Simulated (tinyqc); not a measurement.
Undoped gate-all-around wire MOSFET, analytic charge model: one step of the calculation.

An undoped round wire of radius R under an insulator shell and a surrounding gate; long channel, electrons only, n = ni exp((psi - V)/Vt) with V the quasi-Fermi potential (0 at the source, Vd at the drain), constant mobility, no quantisation. The radial Poisson equation gives n(r) = n(0)/(1 - (1 - b) r^2/R^2)^2 with b = Q0/(Q + Q0). Q is the electron charge per area of the wire surface.

Problem. Constants of the wire. ni = sqrt(Nc Nv) exp(-Eg/(2 Vt)), Eg in volts; Cox = eps0 eox/(R ln(1 + tox/R)); Q0 = 4 eps0 eps_r Vt/R; V0 = dphi + Vt ln[8 eps0 eps_r Vt/(q ni R^2)].

Values chosen for this exercise; material values close to those of silicon:
```
symbol    value   unit                                             meaning
T           293      K                                         temperature
Eg         1.11     eV                                            band gap
eps_r      11.6                 relative permittivity of the semiconductor
Nc       2.7e19  cm^-3              conduction-band density of states at T
Nv      2.58e19  cm^-3                 valence-band density of states at T
eox        8.91                relative permittivity of the gate insulator
tox         3.9     nm                                 insulator thickness
R             8     nm                                         wire radius
dphi       0.12      V  gate work function less that of the intrinsic body
```

Constants: q = 1.602176634e-19 C, kB = 1.380649e-23 J/K, Vt = kB T/q, eps0 = 8.8541878128e-14 F/cm where lengths are in cm. Results are converted to the units shown.

Give: ni; Cox; Q0; V0.

Solution.

ni = 7.502e9 cm^-3
Cox = 2.483 uF/cm^2
Q0 = 129.7 nC/cm^2
V0 = 0.6102 V

Numbers from tinyqc (`OMP_NUM_THREADS=1 python tinyqc.py 2460042 2460043 out.jsonl`; about 0.02 s on one thread of a shared Intel Xeon 2.30GHz).
